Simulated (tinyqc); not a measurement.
Along the channel and with depth: stress in a transistor channel from embedded alloy regions, liners and fins, by half-space elasticity. Computed by tinyqc, a small Python program. Command: `OMP_NUM_THREADS=1 python tinyqc.py 3006140 3006141 out.jsonl stressor walk`. One thread of a shared host (Intel(R) Xeon(R) Processor @ 2.30GHz), about 0.01 s of CPU time with the checks.

Plane strain in an isotropic half-space, the same constants everywhere; x along the channel from its centre, y downwards from the free surface; stress is positive in tension.

Inputs (values chosen for the exercise, modelled on silicon):
```
quantity,value,unit
alloy fraction x,0.34,-
"lattice change per unit x, beta",0.0425,-
Young's modulus E,173,GPa
Poisson ratio nu,0.22,-
channel length L,90,nm
length of each stressor S,35,nm
recess depth d,70,nm
depth of the field point y,3.6,nm
```

Stressor: Si(1-x)Ge(x) source and drain.

Method. Misfit e = beta x. A fully constrained inclusion holds the stress -p with p = E e/(1 - 2 nu); a blanket film would hold -E e/(1 - nu) in the plane. A line element dA of misfit at (a, c) in the half-space gives, with C = E e/(2 pi (1 - nu)), X = x - a, r1^2 = X^2 + (y - c)^2, r2^2 = X^2 + Y^2, Y = y + c: s_xx = -C dA {[X^2 - (y - c)^2]/r1^4 + 3 [X^2 - Y^2]/r2^4 + 4 y Y (Y^2 - 3 X^2)/r2^6}, s_yy = C dA {[X^2 - (y - c)^2]/r1^4 - [X^2 - Y^2]/r2^4 + 4 y Y (Y^2 - 3 X^2)/r2^6}. These are integrated over two rectangles, L/2 < |a| < L/2 + S, 0 < c < d (closed form in a, 200 Gauss-Legendre points in c).

misfit e = 0.01445

Stress (MPa):
```
2x/L,s_xx at y,s_yy at y,s_xx at d/2,s_xx at 1.5 d
0.0,-992.76,-0.513,-178.65,136.76
0.2,-987.69,-0.231,-185.06,141.68
0.4,-964.40,0.897,-212.50,157.49
0.6,-886.75,4.926,-284.19,186.35
0.8,-601.92,36.626,-424.80,228.09
```

What follows from these numbers?

Near the surface s_xx changes by -39 % from the centre to 2x/L = 0.8. At the centre, s_xx at half the recess depth is 0.18 of its value at y, and below the recess -0.14. An element acts with the sign of X^2 - (y - c)^2, so its direct term reverses where the offset in depth exceeds the lateral distance, and the image terms that amplify the stress near the surface fade with depth.
